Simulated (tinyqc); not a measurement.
Precursor delivery by bubblers, mass-transport growth and the solid composition of a III-V alloy: one step, computed by the program tinyqc. Command: `OMP_NUM_THREADS=1 python tinyqc.py 3006121 3006122 out.jsonl movpe_thermo walk`. One thread of a shared host (Intel(R) Xeon(R) Processor @ 2.30GHz), about 0.01 s of CPU time with the checks.

1 sccm = 44.615 micromol/min; 1 torr = 133.322 Pa. The sources decompose fully at the surface.

Problem. Partial pressures in the reactor. p_i = p n_i/(44615 F_t), F_t in slm; p_V = p F_V/(1000 F_t), counted per molecule supplied; V/III = 44.615 F_V/(n1 + n2); vapour fraction of source 2 = n2/(n1 + n2).

Inputs (values chosen for the exercise, modelled on trimethylgallium (source 1) and trimethylindium (source 2) for the vapour pressures):
```
quantity             value  unit
bath temperature T1    278     K
bath temperature T2    291     K
total flow F_t         4.1   slm
group-V flow F_V        60  sccm
reactor pressure p     100  torr
```

molar flow 1 = 7.437305 micromol/min

molar flow 2 = 12.92473 micromol/min

Give: p_1; p_2; p_V; V/III ratio; vapour fraction of source 2.

Solution.

p_1 = 0.0040658 torr

p_2 = 0.0070657 torr

p_V = 1.4634 torr

V/III ratio = 131.47

vapour fraction of source 2 = 0.63475
